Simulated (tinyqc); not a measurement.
# BCS gap equation with a constant attraction inside the Debye window, step by step

A worked calculation. Computed by tinyqc, a small Python program that keeps every step. Command: `OMP_NUM_THREADS=1 python tinyqc.py 3013585 3013586 out.jsonl bcs walk`. One thread of a shared host (Intel(R) Xeon(R) Processor @ 2.30GHz), about 0.01 s of CPU time with the checks. Intermediate numbers are printed to about 6 digits and carried at full precision; extremes and crossings named in words are read from the listed rows.

Pairs attract with strength V for |xi| < k_B Theta; N(0) is the density of states for one spin. Energies are given as temperatures (E/k_B, in K) unless marked.

Inputs (values chosen for the exercise, modelled on tantalum):

| quantity | value | unit |
|---|---|---|
| coupling N(0)V | 0.238 | - |
| Debye temperature Theta | 257 | K |
| temperature T | 1.54 | K |
| Fermi velocity v_F | 330000 | m/s |
| electron density n | 5.28 | 1e28/m^3 |
| mean free path l | 25 | nm |
| junction resistance R_n | 1.6 | kilo-ohm |

Solver: bisection.

Constants: k_B = 8.617333262e-05 eV/K; hbar = 1.054571817e-34 J s; k_B = 1.380649e-23 J/K; m_0 = 9.1093837015e-31 kg; eps_0 = 8.8541878128e-12 F/m; c = 299792458 m/s; e = 1.602176634e-19 C; h = 6.62607015e-34 J s.

## Gap at zero temperature

At T = 0 the gap equation 1/(N(0)V) = int_0^Theta d xi/sqrt(xi^2 + Delta^2) has the integral arcsinh(Theta/Delta), so Delta_0 = Theta/sinh(1/(N(0)V)); weak coupling gives 2 Theta exp(-1/(N(0)V)).

Delta_0 = 7.69651 K

weak-coupling Delta_0 = 7.69478 K

Delta_0 in meV = 0.663234 meV

## Critical temperature

Gap equation: 1/(N(0)V) = I(Delta, T) = int_0^Theta tanh(E/2T)/E d xi, E = sqrt(xi^2 + Delta^2); 64 Gauss-Legendre points in y with xi = max(Delta, T) sinh(y). T_c solves I(0, T_c) = 1/(N(0)V); the weak-coupling form is T_c = (2 e^C/pi) Theta exp(-1/(N(0)V)) with Euler's C = 0.5772157, and 2 Delta_0/T_c then tends to 2 pi e^-C = 3.528.

T_c = 4.36243 K

weak-coupling T_c = 4.36243 K

2 Delta_0/T_c = 3.52854

T_c/Theta = 0.0170; the ratio lies +0.02 % from 3.528, so the universal weak-coupling laws hold.

## One evaluation of the gap equation

Take Delta = Delta_0 as the trial; the fixed-point update is Delta(new) = N(0)V Delta I(Delta, T).

I(Delta_0, T) = 4.19432

updated Delta = 7.68302 K

## Gap at temperature T

Residual r = N(0)V I - 1, with Delta_0 = Theta/sinh(1/(N(0)V)). Bisection between 0 and Delta_0. Stop when |r| < 1e-9 or after 40 steps.

Iterations:

| step | Delta (K) | residual r |
|---|---|---|
| 1 | 3.84825 | 1.36862e-01 |
| 2 | 5.77238 | 6.15158e-02 |
| 3 | 6.73444 | 2.82930e-02 |
| 4 | 7.21548 | 1.28874e-02 |
| 5 | 7.45599 | 5.47405e-03 |
| 6 | 7.57625 | 1.83761e-03 |
| 7 | 7.63638 | 3.66676e-05 |
| 8 | 7.66644 | -8.59524e-04 |
| 9 | 7.65141 | -4.11784e-04 |
| ... | ... | ... |
| 18 | 7.63758 | 7.30219e-07 |
| 19 | 7.63760 | 2.91987e-07 |
| 20 | 7.63760 | 7.28705e-08 |
| 21 | 7.63761 | -3.66875e-08 |
| 22 | 7.63761 | 1.80915e-08 |
| 23 | 7.63761 | -9.29795e-09 |
| 24 | 7.63761 | 4.39679e-09 |
| 25 | 7.63761 | -2.45058e-09 |
| 26 | 7.63761 | 9.73107e-10 |

converged (1 yes, 0 no) = 1

Delta(T) = 7.63761 K

Converged in 26 steps: Delta(T)/Delta_0 = 0.9923 at T/T_c = 0.353.

## Lengths and fields

xi_0 = hbar v_F/(pi Delta_0); lambda_L = sqrt(m_0 eps_0 c^2/(n e^2)); N(0) = 3 n/(2 m_0 v_F^2) for one spin; condensation energy N(0) Delta_0^2/2 = B_c^2/(2 mu_0), mu_0 = 1/(eps_0 c^2); with scattering lambda = lambda_L sqrt(1 + xi_0/l) in the local limit (where xi_0 and l both exceed lambda, nonlocal response makes the true depth larger); Ginzburg-Landau kappa = 0.96 lambda_L/xi_0 + 0.72 lambda_L/l. Free-electron mass throughout; heavier carriers, as in niobium or vanadium, give a larger lambda_L and kappa and can make the metal type II.

coherence length xi_0 = 104.247 nm

London depth lambda_L = 23.1266 nm

critical field B_c(0) = 106.435 mT

depth with scattering = 52.5838 nm

Ginzburg-Landau kappa = 0.879018

kappa exceeds 1/sqrt(2): type II, and the sample is dirty, l well below xi_0.

## A tunnel junction of this metal

Ambegaokar-Baratoff: I_c R_n = (pi Delta/(2e)) tanh(Delta/2T); Josephson energy E_J = hbar I_c/(2e), given as E_J/h; inductance hbar/(2 e I_c); thermal quasiparticle fraction x = n_qp/(2 N(0) Delta) = sqrt(2 pi T/Delta) exp(-Delta/T), valid for T well below Delta.

I_c R_n = 1019.43 microvolt

critical current I_c = 637.141 nA

E_J/h = 316.457 GHz

Josephson inductance = 0.516536 nH

quasiparticle fraction x = 0.00789759

## Gap and superfluid density against temperature

Interpolation tanh(1.74 sqrt(T_c/T - 1)); near T_c, 1.74 sqrt(1 - T/T_c). Clean-limit superfluid fraction 1 - (1/2T) int_0^(40 T) cosh^-2(E/2T) d xi (64 points); two-fluid rule 1 - (T/T_c)^4.

Reduced quantities:

| T/T_c | Delta/Delta_0 | tanh form | square-root form | superfluid fraction | two-fluid rule |
|---|---|---|---|---|---|
| 0.10 | 1.000000 | 0.999942 | 1.65071 | 1.000000 | 0.999900 |
| 0.20 | 0.999877 | 0.998104 | 1.55630 | 0.998855 | 0.998400 |
| 0.30 | 0.997127 | 0.990221 | 1.45579 | 0.981783 | 0.991900 |
| 0.40 | 0.985044 | 0.972207 | 1.34780 | 0.927987 | 0.974400 |
| 0.50 | 0.956906 | 0.940227 | 1.23037 | 0.834153 | 0.937500 |
| 0.60 | 0.907027 | 0.889746 | 1.10047 | 0.706829 | 0.870400 |
| 0.70 | 0.828816 | 0.814110 | 0.95304 | 0.553889 | 0.759900 |
| 0.80 | 0.711095 | 0.701374 | 0.77815 | 0.381943 | 0.590400 |
| 0.90 | 0.526391 | 0.522665 | 0.55024 | 0.196055 | 0.343900 |
| 0.95 | 0.380356 | 0.379250 | 0.38908 | 0.099103 | 0.185494 |
| 0.98 | 0.243610 | 0.243575 | 0.24607 | 0.039878 | 0.077632 |

The tanh form misses the gap by at most about 0.017 (at T/T_c = 0.6); the square-root form is within 3 % only from T/T_c = 0.95. The gap keeps 99 % of Delta_0 up to T/T_c = 0.3, since quasiparticles are exponentially few. The two-fluid rule exceeds the BCS superfluid fraction most, by 0.21, at T/T_c = 0.8.

Checks made by the program: weak-coupling T_c, allowing for terms of order exp(-Theta/T_c) (relative difference below 1e-10).
